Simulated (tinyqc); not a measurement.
# Density and mobility of a removed layer (differential Hall)

Inverse problem. For layers in parallel the sheet conductance g = 1/Rs and the product g mu_H (mu_H signed, unit Hall factors) are additive. Find the sheet density and mobility of the layer that was removed, and its share of the conductance.

Constants: q = 1.602176634e-19 C. Results are converted to the units shown.

Rs before and after removing the top layer (ohm/square): 112.07191  120.16768
apparent mobility before and after, signed (cm^2/(V s)): 129.12519  98

Solution. The differences give g1 = q n mu and g1 mu = q n mu^2; their ratio is mu and g1^2/(q g1 mu) is n.

sheet density = 6.700e12 cm^-2
mobility = 560.0 cm^2/(V s)
share of the conductance = 6.737 %

Program tinyqc, `OMP_NUM_THREADS=1 python tinyqc.py 2850218 2850219 out.jsonl`; Intel Xeon 2.30GHz, shared host, one thread, about 0.01 s.
